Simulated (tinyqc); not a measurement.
Sublattice potential against complex hopping: Haldane model. Computed by the program tinyqc. H_AA = delta - 2 t2 sum cos(k.b + phi), H_BB = -delta - 2 t2 sum cos(k.b - phi), H_AB = -t1 (1 + exp(-i k.a1) + exp(-i k.a2)), b = a1, a2 - a1, -a2, m = 3 sqrt3 t2 sin(phi); the sign of the Chern number follows the orientation k1 then k2.

Honeycomb lattice:

| parameter | value |
|---|---|
| t1 (eV) | 1.400000 |
| t2 (eV) | 0.090000 |
| phi (rad) | 2.030000 |

Gaps at the two valleys (eV) and Chern number of the lower band (12 x 12 mesh):

| delta | gap 2\|delta - m\| | gap 2\|delta + m\| | Chern number |
|---|---|---|---|
| -0.755 | 2.348 | 0.672 | 0 |
| -0.545 | 1.928 | 0.252 | 0 |
| -0.252 | 1.342 | 0.334 | -1 |
| 0.000 | 0.838 | 0.838 | -1 |
| 0.168 | 0.502 | 1.174 | -1 |
| 0.314 | 0.210 | 1.466 | -1 |
| 0.524 | 0.210 | 1.886 | 0 |
| 0.838 | 0.838 | 2.514 | 0 |

What does the comparison show, and why?

Here |m| = 0.4192 eV. For |delta| < |m| the two valleys have masses of opposite sign and the Chern number is +/-1; one gap closes at |delta| = |m|, and beyond it the band is trivial.
